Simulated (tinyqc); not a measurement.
Joule-heated wire on a substrate, fin equation: two steps of the calculation.

A wire of length L loses heat along itself to two contacts and sideways to the substrate: kap A theta'' - g theta + p = 0 with theta = T - T0 and p(x) = p0 exp(-((x/L - x0)/sg)^2/2). The ends are held at T0. Constant conductivity, diffusive heat flow.

Values chosen for this exercise:

| symbol | value | unit | meaning |
|---|---|---|---|
| T0 | 350 | K | temperature of substrate and contacts |
| kap | 36 | W/(m K) | conductivity along the wire |
| A | 75 | nm^2 | cross-section |
| g | 2.9 | W/(m K) | conductance per length to the substrate |
| L | 110 | nm | length between the contacts |
| Rc | 0 | K/uW | thermal resistance of each contact |
| p0 | 0.57 | uW/nm | peak heating per length |
| x0 | 0.7 |  | place of the hot spot as a share of L |
| sg | 0.15 |  | width of the hot spot as a share of L |

Problem 1. The tridiagonal system. Nodes x_i = i h, h = L/12; box widths w_i = h (h/2 at the ends); c = kap A/h; equation of node i: -c theta_(i-1) + d_i theta_i - c theta_(i+1) = b_i with d_i = 2 c + g w_i, b_i = p(x_i) w_i; theta = 0 at the end nodes.

Give: c; d; b.

Solution 1.

c = 0.29455 uW/K

```
node,d (uW/K),b (uW)
1,0.61567,0.0011169
2,0.61567,0.0093954
3,0.61567,0.058045
4,0.61567,0.26337
5,0.61567,0.87766
6,0.61567,2.1481
7,0.61567,3.8612
8,0.61567,5.0976
9,0.61567,4.9426
10,0.61567,3.5198
11,0.61567,1.8409
```

Problem 2. Temperature rise. Solve -c theta_(i-1) + d_i theta_i - c theta_(i+1) = b_i for nodes 1 to 11, with theta = 0 at nodes 0 and 12.

c = 0.29454545 uW/K

```
node,d (uW/K),b (uW)
1,0.61567424,0.0011169400
2,0.61567424,0.0093954208
3,0.61567424,0.058044507
4,0.61567424,0.26336891
5,0.61567424,0.87766016
6,0.61567424,2.1480617
7,0.61567424,3.8612295
8,0.61567424,5.0975674
9,0.61567424,4.9426382
10,0.61567424,3.5197609
11,0.61567424,1.8408822
```

Give: theta.

Solution 2.

```
node,theta (K)
0,0.00
1,6.64
2,13.88
3,22.34
4,32.62
5,44.95
6,58.36
7,69.74
8,74.31
9,68.28
10,51.63
11,27.69
12,0.00
```

Computed by the program tinyqc: `OMP_NUM_THREADS=1 python tinyqc.py 2520021 2520022 out.jsonl`, one thread of a shared Intel Xeon 2.30GHz, about 0.01 s for the whole run.
